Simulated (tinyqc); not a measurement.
# Thickness from two neighbouring fringes

Problem. At normal incidence a transparent film with an index between those of air and substrate, taken as constant, has reflectance minima at 2 n1 d = (m + 1/2) lam (small phase shifts at the substrate neglected). Find d and the order m of the shorter wavelength.

Values chosen for this exercise:
- n1 = 2.062 (index of the transparent film)

wavelengths of two neighbouring reflectance minima (nm): 422  515.77778

Solution. Neighbouring orders differ by one: 2 n1 d (1/lam1 - 1/lam2) = 1.

d = 563 nm
m = 5

Computed by the program tinyqc: `OMP_NUM_THREADS=1 python tinyqc.py 2870164 2870165 out.jsonl`, one thread of a shared Intel Xeon 2.30GHz, about 0.2 s for the whole run.
